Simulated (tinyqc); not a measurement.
Resistance of a tapered via with liner, size effect and interface: two steps of the calculation.

A round via whose diameter grows from db at the bottom as D(z) = db + 2 z/tan(ang). The fill, of diameter D - 2 tl, starts above the bottom liner (thickness fb tl) and has rho = rho0 (1 + ks lam/(D - 2 tl)); the sidewall liner conducts in parallel with it. The bottom liner and the interface are crossed over the full area pi db^2/4. Spreading in the lines above and below is left out.

Inputs (values chosen for the exercise); fill metal close to tungsten:
- db = 47 nm (diameter at the bottom)
- hv = 160 nm (height)
- ang = 88 degrees (sidewall angle)
- rho0 = 5.24 uohm cm (bulk resistivity of the fill)
- lam = 15.1 nm (mean free path of the fill)
- ks = 1 (size-effect factor)
- tl = 3.6 nm (liner on the sidewall)
- fb = 0.7 (liner at the bottom over that on the sidewall)
- rl = 270 uohm cm (resistivity of the liner)
- ri = 1.8e-12 ohm cm^2 (interface resistivity at the bottom)
- Sb = 9.1e14 S/m^2 (ballistic conductance per area, about 3/(4 rho0 lam))

Question 1. Slices of the via. Slices between z0 = fb tl and hv, evaluated at their midpoints: conductance per length pi/4 [(D - 2 tl)^2/rho + (D^2 - (D - 2 tl)^2)/rl], slice resistance = slice height over that. 7 slices.

Wanted: z; D; rho; slice resistance.

Answer 1.

```
slice,z (nm),D (nm),rho (uohm cm),slice resistance (ohm)
0,13.77,47.96,7.181,1.225
1,36.27,49.53,7.109,1.125
2,58.76,51.10,7.042,1.037
3,81.26,52.68,6.980,0.9583
4,103.8,54.25,6.922,0.8883
5,126.3,55.82,6.867,0.8256
6,148.8,57.39,6.817,0.7692
```

Question 2. Total resistance. R_fill = sum of the slices; R_bottom = rl fb tl/(pi db^2/4); R_interface = ri/(pi db^2/4); ballistic (Sharvin) limit 1/(Sb pi (db - 2 tl)^2/4); ideal cylinder rho0 hv/(pi db^2/4).

```
slice,slice resistance (ohm)
0,1.2254895
1,1.1253728
2,1.0368946
3,0.95833506
4,0.88827841
5,0.82555090
6,0.76917319
```

Wanted: parts; R; shares; ballistic limit; ideal cylinder.

Answer 2.

parts (ohm): fill 6.8291, bottom liner 3.9217, interface 0.10375
R = 10.855 ohm
shares (%): fill 62.914, bottom liner 36.130, interface 0.956
ballistic limit = 0.88329 ohm
ideal cylinder = 4.8324 ohm

The fill is the largest part, and R is 2.25 times the ideal cylinder. With 2000 slices R = 10.857 ohm.

Program tinyqc, `OMP_NUM_THREADS=1 python tinyqc.py 2750003 2750004 out.jsonl`; Intel Xeon 2.30GHz, shared host, one thread, about 0.01 s.
